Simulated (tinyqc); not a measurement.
Worked calculation: charge neutrality of a doped semiconductor with incomplete ionisation. Computed by tinyqc, a small Python program that keeps every step. Command: `OMP_NUM_THREADS=1 python tinyqc.py 3000547 3000548 out.jsonl dopant walk`. One thread of a shared host (Intel(R) Xeon(R) Processor @ 2.30GHz), about 0.04 s of CPU time with the checks. Intermediate numbers are printed to about 6 digits and carried at full precision; extremes and crossings named in words are read from the listed rows.

Energies are counted from the top of the valence band; E_D is measured down from the conduction band and E_A up from the valence band.

Inputs (values chosen for the exercise, modelled on 4H-SiC):
```
quantity                 value   unit
gap at 0 K E_g0           3.21     eV
Varshni alpha         0.000331   eV/K
Varshni beta               713      K
electron mass m_e        0.386    m_0
valleys M_c                  3      -
hole mass m_h             2.07    m_0
donor density N_D      4.1e+16  cm^-3
acceptor density N_A         0  cm^-3
donor depth E_D         0.0613     eV
donor degeneracy g_D         2      -
temperature T              350      K
iteration cap               60      -
```

Doping: n-type. Statistics of the bands: Fermi-Dirac. Solver: Newton steps on the logarithm. Start of Newton steps: intrinsic level E_i.

ratios u of density to N: 0.023  0.068  0.2  0.6  1.8  5.2  16

Constants: m_0 = 9.1093837015e-31 kg; k_B = 1.380649e-23 J/K; h = 6.62607015e-34 J s; k_B = 8.617333262e-05 eV/K.

## Gap and effective densities of states

E_g = E_g0 - alpha T^2/(T + beta). N_c = 2 M_c (2 pi m_e k_B T/h^2)^(3/2) and N_v = 2 (2 pi m_h k_B T/h^2)^(3/2), masses in units of m_0. n_i = sqrt(N_c N_v) exp(-E_g/(2 k_B T)); E_i = E_g/2 + (k_B T/2) ln(N_v/N_c).

gap E_g = 3.17186 eV

N_c = 2.27507e+19 cm^-3

N_v = 9.41776e+19 cm^-3

k_B T = 0.0301607 eV

intrinsic density n_i = 6.74708e-04 cm^-3

intrinsic level E_i = 1.60735 eV

## Charges at trial Fermi levels

n = N_c F_1/2((E_F - E_g)/k_B T), p = N_v F_1/2(-E_F/k_B T). F_1/2(eta) = (2/sqrt(pi)) int_0^infinity sqrt(x)/(1 + exp(x - eta)) dx, by the trapezoid rule in t = sqrt(x) with step 0.02 up to t = 12 (for eta < -12 by exp(eta) - exp(2 eta)/2^(3/2)). N_D+ = N_D/(1 + g_D exp((E_F - E_g + E_D)/k_B T)). Neutrality: p + N_D+ = n + N_A-; the log ratio is ln[(p + N_D+)/(n + N_A-)]. The last column is ln[(p + N_D+)/(n + N_A-)], which vanishes at neutrality; trial levels are the majority level plus multiples of k_B T, rounded to 0.1 meV.

Densities (cm^-3):
```
E_F (eV)            n            p         N_D+  N_A-  log ratio
2.9296    7.38954e+15  6.15977e-23  4.07977e+16     0     1.7086
3.0201    1.48187e+17  3.06494e-24  3.72842e+16     0    -1.3799
3.0804    1.07849e+18  4.15088e-25  2.36191e+16     0    -3.8213
3.1407    7.23981e+18  5.62158e-26  6.37276e+15     0    -7.0353
3.2010    3.50653e+19  7.61336e-27  9.97057e+14     0   -10.4679
```

The log ratio changes sign between 2.9296 and 3.0201 eV.

## Solving for the Fermi level

Newton steps from the start named, with the slope from a central difference of 1e-6 eV; the function is the log ratio y = ln[(p + N_D+)/(n + N_A-)]; the bracket -0.3 to E_g + 0.3 eV is narrowed by the sign of y at each step, and a step that would leave it is replaced by its midpoint; stop when |log ratio| < 1e-9.

Course of the iteration:
```
step  E_F (eV)     log ratio
1      1.60735   4.55536e+01
2      2.98128  -2.65023e-02
3      2.98050  -8.41012e-06
4      2.98050  -8.07465e-13
```

Fermi level E_F (last iterate) = 2.98050 eV

converged (1 yes, 0 no) = 1

steps = 4

Converged in 4 steps.

## Densities at the solution

The formulas are those given above.

majority density n = 3.99295e+16 cm^-3

minority density p = 1.13938e-23 cm^-3

ionised share of the donors = 0.973891

distance of E_F from the majority band edge = 0.191358 eV

n is 97.4 % of the net doping; n p / n_i^2 = 0.9994.

## The closed form for the extrinsic range

With Boltzmann statistics, no holes and every acceptor ionised, n (n + N_A) = n1 (N_D - N_A - n) with n1 = (N_c/g_D) exp(-E_D/k_B T). Take the positive root.

n1 = 1.49033e+18 cm^-3

n from the quadratic = 3.99302e+16 cm^-3

Against the full solution, 3.9930e16 cm^-3, the quadratic is off by 0.0016 %.

## Carrier density against temperature

Neutrality is solved by bisection at each T. The last column is -k_B d ln(n T^-3/4)/d(1/T) from this row and the one above; it turns negative as ionisation nears completion, when the density grows more slowly than that power of T.

Against temperature:
```
T (K)    n (cm^-3)  E_F from the band edge (eV)  ionised share  activation energy (eV)
25     6.25187e+10                     0.033939    1.52485e-06                       -
32     1.69049e+12                     0.035370    4.12316e-05               0.0306498
44     4.44641e+13                     0.038048    1.08449e-03               0.0306446
65     8.03942e+14                     0.043270    1.96083e-02               0.0305393
100    6.93781e+15                     0.053561    1.69215e-01               0.0293207
160    2.53691e+16                     0.077534    6.18757e-01               0.0216937
240    3.69095e+16                     0.121131    9.00231e-01               0.0029301
300    3.91775e+16                     0.158531    9.55550e-01              -0.0111394
360    4.00255e+16                     0.198062    9.76232e-01              -0.0178887
600    4.07867e+16                     0.368764    9.94798e-01              -0.0282521
```

Between the two coldest rows the activation energy is 0.0306 eV, 0.50 of the dopant depth: without compensation E_F sits halfway between level and band, so half the depth shows. The density is within 10 % of the net doping from 240 K to 600 K.

## Reduced Fermi level from a carrier density

For u = density/N of the majority band, eta solves F_1/2(eta) = u (bisection). Boltzmann: ln u. Joyce-Dixon: ln u + u/sqrt(8) - 4.95009e-3 u^2 + 1.48386e-4 u^3 - 4.42563e-6 u^4. Degenerate limit: (3 sqrt(pi) u/4)^(2/3). The last column is (eta - ln u) k_B T.

Eta by four rules:
```
u      density (cm^-3)     exact  Boltzmann  Joyce-Dixon  degenerate  Boltzmann error (meV)
0.023      5.23266e+17  -3.76413   -3.77226     -3.76413     0.09778            2.45179e-01
0.068      1.54705e+18  -2.66423   -2.68825     -2.66423     0.20142            7.24423e-01
0.2        4.55014e+18  -1.53892   -1.60944     -1.53892     0.41347            2.12674e+00
0.6        1.36504e+19  -0.30044   -0.51083     -0.30044     0.86005            6.34525e+00
1.8        4.09512e+19   1.20897    0.58779      1.20896     1.78898            1.87352e+01
5.2        1.18304e+20   3.37128    1.64866      3.37091     3.62877            5.19554e+01
16         3.64011e+20   7.56631    2.77259      7.47997     7.67663            1.44582e+02
```

Boltzmann statistics place E_F within 1 meV of the exact value up to u = 0.0680 of those listed and miss by 145 meV at u = 16. Joyce-Dixon stays within 0.01 in eta up to u = 5.20; the degenerate limit is still 1.5 % high at the last u. Past u of about 10 the Joyce-Dixon series fails. A parabolic band is assumed throughout.

Checks made by the program: neutrality at the solution (relative difference 1e-09).
